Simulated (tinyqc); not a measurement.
Worked calculation: MP2 on RHF in the sto-3g basis, for BeH2, spin multiplicity 1. One step of it, computed by the program tinyqc.

Problem. Iteration 8 (converged): orbitals. Diagonalise F' = X^T F X, C = X C', fill 3 alpha and 3 beta electrons from the bottom; D = 2 C_occ C_occ^T. Each column has its largest component positive (the first on a tie).

converged F (hartree), order 1Be 1s, 1Be 2s, 1Be 2px, 1Be 2py, 1Be 2pz, 2H 1s, 3H 1s:
```
[[-4.531952, -1.290070, 0.000000, 0.000016, 0.000490, -0.225397, -0.184557],
 [-1.290070, -0.590779, 0.000000, -0.011535, -0.003436, -0.344232, -0.316033],
 [0.000000, 0.000000, 0.213577, 0.000000, 0.000000, 0.000000, 0.000000],
 [0.000016, -0.011535, 0.000000, -0.136719, -0.000349, -0.305067, 0.290709],
 [0.000490, -0.003436, 0.000000, -0.000349, 0.213480, -0.005063, -0.004745],
 [-0.225397, -0.344232, 0.000000, -0.305067, -0.005063, -0.238969, -0.012059],
 [-0.184557, -0.316033, 0.000000, 0.290709, -0.004745, -0.012059, -0.212632]]
```

X, order 1Be 1s, 1Be 2s, 1Be 2px, 1Be 2py, 1Be 2pz, 2H 1s, 3H 1s:
```
[[-0.075666, -0.406304, 0.903450, 0.000000, -0.122572, 0.240866, 0.145509],
 [0.263859, 1.042993, -0.053416, 0.000000, -0.013880, 0.460790, 0.289809],
 [0.000000, 0.000000, 0.000000, 1.000000, 0.000000, 0.000000, 0.000000],
 [1.145322, -0.227304, -0.007033, 0.000000, 0.000860, -0.304096, 0.467496],
 [0.005826, 0.022344, 0.139748, 0.000000, 0.989979, 0.009387, 0.005934],
 [-0.986744, -0.483594, -0.309984, 0.000000, 0.042508, 0.086855, 0.516770],
 [0.649277, -0.805394, -0.332955, 0.000000, 0.045558, 0.509149, -0.140167]]
```

Give: F' = X^T F X; orbital energies; coefficients C; D after iteration 8.

Solution.

F' = X^T F X (hartree):
```
[[0.669, -0.068, 0.104, 0.000, -0.014, 0.007, 0.068],
 [-0.068, 0.206, 0.735, 0.000, -0.099, 0.275, 0.157],
 [0.104, 0.735, -3.405, 0.000, 0.515, -1.411, -0.878],
 [0.000, 0.000, 0.000, 0.214, 0.000, 0.000, 0.000],
 [-0.014, -0.099, 0.515, 0.000, 0.140, 0.205, 0.128],
 [0.007, 0.275, -1.411, 0.000, 0.205, -1.047, -0.433],
 [0.068, 0.157, -0.878, 0.000, 0.128, -0.433, -0.643]]
```

orbital energies (hartree): [-4.535, -0.415, -0.368, 0.213, 0.214, 0.343, 0.681]

coefficients C, order 1Be 1s, 1Be 2s, 1Be 2px, 1Be 2py, 1Be 2pz, 2H 1s, 3H 1s:
```
[[0.992, -0.208, -0.039, 0.014, 0.000, -0.228, -0.017],
 [0.031, 0.600, 0.124, -0.057, 0.000, 1.032, 0.108],
 [0.000, 0.000, 0.000, 0.000, 1.000, 0.000, 0.000],
 [0.000, 0.094, -0.486, 0.001, 0.000, -0.062, 1.194],
 [0.000, 0.005, 0.001, 0.998, 0.000, 0.062, 0.003],
 [-0.004, 0.466, -0.347, 0.029, 0.000, -0.676, -0.886],
 [-0.004, 0.303, 0.506, 0.031, 0.000, -0.756, 0.736]]
```

D after iteration 8, order 1Be 1s, 1Be 2s, 1Be 2px, 1Be 2py, 1Be 2pz, 2H 1s, 3H 1s:
```
[[2.058, -0.198, 0.000, -0.001, -0.002, -0.175, -0.173],
 [-0.198, 0.753, 0.000, -0.009, 0.006, 0.473, 0.489],
 [0.000, 0.000, 0.000, 0.000, 0.000, 0.000, 0.000],
 [-0.001, -0.009, 0.000, 0.491, 0.000, 0.424, -0.435],
 [-0.002, 0.006, 0.000, 0.000, 0.000, 0.004, 0.004],
 [-0.175, 0.473, 0.000, 0.424, 0.004, 0.675, -0.068],
 [-0.173, 0.489, 0.000, -0.435, 0.004, -0.068, 0.695]]
```
